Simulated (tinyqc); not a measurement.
From one barrier to a miniband: Kronig-Penney superlattice by transfer matrices.

Wells (width a, potential 0, mass mw) alternate with barriers (width b, height V0, mass mb); period d = a + b; c = hbar^2/2m0. The vector (psi, psi'/m) is continuous, and a layer of thickness t carries it by M = [[cos kt, (m/k) sin kt], [-(k/m) sin kt, cos kt]] with k = sqrt(m (E - V)/c); for E < V, k = i kappa gives [[cosh, (m/kappa) sinh], [(kappa/m) sinh, cosh]] of kappa t. A Bloch state obeys cos(q d) = tr(Mb Mw)/2.

Constants: hbar^2/2m0 = 3.80998211 eV angstrom^2.

Inputs chosen for the exercise (near those of a non-polar GaN superlattice with barriers of AlGaN; shifted at random, so the results belong to these values and not to a real crystal): a = 43 angstrom (well width); b = 15 angstrom (barrier width); V0 = 0.33 eV (barrier height); mw = 0.202 m0 (mass in the wells); mb = 0.226 m0 (mass in the barriers).

Transmission through N barriers separated by wells, between leads of the well material: T = 4/[(M11 + M22)^2 + (u M12 - M21/u)^2] with u = k/mw and M the product over all layers; twelve evenly spaced energies around the first miniband.

Transmission:

| E (eV) | tr M/2 of a period | N = 1 | N = 2 | N = 4 | N = 8 |
|---|---|---|---|---|---|
| 0.038938 | 2.220 | 0.0353 | 0.00185 | 5.91e-06 | 6.08e-11 |
| 0.041627 | 1.701 | 0.0379 | 0.00339 | 3.72e-05 | 4.64e-09 |
| 0.044315 | 1.217 | 0.0406 | 0.00708 | 0.000462 | 2.57e-06 |
| 0.047004 | 0.769 | 0.0432 | 0.0188 | 0.126 | 0.0398 |
| 0.049692 | 0.353 | 0.0459 | 0.0881 | 0.0411 | 0.400 |
| 0.052381 | -0.031 | 0.0487 | 0.931 | 0.772 | 0.462 |
| 0.055069 | -0.385 | 0.0514 | 0.0839 | 0.0442 | 0.994 |
| 0.057758 | -0.710 | 0.0542 | 0.0277 | 0.993 | 0.973 |
| 0.060447 | -1.007 | 0.0570 | 0.0147 | 0.00351 | 0.000707 |
| 0.063135 | -1.279 | 0.0598 | 0.00964 | 0.000472 | 1.37e-06 |
| 0.065824 | -1.525 | 0.0627 | 0.00714 | 0.000135 | 5.12e-08 |
| 0.068512 | -1.748 | 0.0656 | 0.00571 | 5.50e-05 | 5.24e-09 |

What can be read from this table?

5 of the energies lie in the miniband (|tr M/2| <= 1); there T for N = 8 runs between 0.0398 and 0.994. In the gaps it falls with N: at E = 0.0685 eV from 5.5e-05 (N = 4) to 5.24e-09 (N = 8), a slope of ln T of -2.31 a period, against -2 arccosh|tr M/2| = -2.31.

Run: tinyqc, `OMP_NUM_THREADS=1 python tinyqc.py 1282034 1282035 out.jsonl`; Intel(R) Xeon(R) Processor @ 2.30GHz, one thread, shared host; about 0.05 s of CPU time with all checks.
